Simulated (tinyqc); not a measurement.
# From T_e back to ionisation energy E_iz

Model: global model of a low-pressure process discharge: electron temperature, density, ion flux and ion energy. Computed by tinyqc, a small Python program. Command: `OMP_NUM_THREADS=1 python tinyqc.py 3113662 3113663 out.jsonl plasma inv`. One thread of a shared host (Intel(R) Xeon(R) Processor @ 2.30GHz), about 0.02 s of CPU time with the checks.

Maxwellian electrons with temperature T_e in eV, one positive ion, no negative ions, uniform bulk density n; rate constants have the Arrhenius form.

Inputs (values chosen for the exercise, of the order of those of an inductive discharge in a simple atomic gas):
```
quantity                     value   unit
ion mass M                    35.5      u
ionisation prefactor K0    2.3e-14  m^3/s
ion-neutral cross section  1.1e-18    m^2
pressure p                    0.24     Pa
gas temperature T_g            500      K
radius R                        15     cm
height L                       8.4     cm
```

Constants: k_B = 1.380649e-23 J/K; e = 1.602176634e-19 C; u = 1.6605390666e-27 kg.

Method:
- n_g = p/(k_B T_g); lambda_i = 1/(n_g sigma); h_L = 0.86/sqrt(3 + L/(2 lambda_i)), h_R = 0.8/sqrt(4 + R/lambda_i); A_eff = 2 pi R^2 h_L + 2 pi R L h_R; d_eff = pi R^2 L/A_eff.
- Particle balance: K0 exp(-E_iz/T_e) n_g d_eff = u_B, u_B = sqrt(e T_e/M).
- Root found by bracketing.

Task: A run gave the result below. Find the ionisation energy E_iz, known to lie between 12 and 20 eV.

T_e = 5.879364 eV

Result:

Each step takes the trial c = (a f_b - b f_a)/(f_b - f_a), f being the result less the target and a, b, c the logarithms of the listed values; c replaces end b, the old b replaces a if the sign of f changed, and otherwise f_a is halved.

Scan of the range:
```
ionisation energy E_iz (eV)  T_e (eV)
12.0                          4.11681
13.1                          4.57747
14.2                          5.04817
15.5                          5.61691
16.9                          6.24398
18.4                          6.93205
20.0                          7.68388
```

False position (Illinois rule, in the logarithm of the input) inside the bracket:
```
step    end a    end b    trial  T_e (eV)
1     15.5000  16.9000  16.0713   5.87099
2     16.9000  16.0713  16.0894   5.87910
3     16.9000  16.0894  16.0905   5.87961
4     16.0894  16.0905  16.0900   5.87936
5     16.0905  16.0900  16.0900   5.87936
```

T_e rises at every point of a 13-point scan of the range (every second point is shown), so one value fits; it is bracketed by 15.5 and 16.9. Answer: ionisation energy E_iz = 16.09 eV.
